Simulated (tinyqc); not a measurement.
Gap and voltage scale from two read currents.

Problem. I = I0 exp(-g/g0) sinh(Vd/V0) at a fixed gap. Find V0 and g.

Inputs (values chosen for the exercise): current scale I0 = 0.59 mA; tunnelling length g0 = 0.26 nm.

I at Vd = 0.1 and 0.5 V (uA): [0.13319183, 0.81182402]

Answer. The ratio of the currents depends on V0 alone and falls steadily as V0 grows; either current then gives g.

V0 = 0.4400 V
g = 1.800 nm

tinyqc, about 0.06 s, one thread, Intel Xeon 2.30GHz (shared host): `OMP_NUM_THREADS=1 python tinyqc.py 2880024 2880025 out.jsonl`
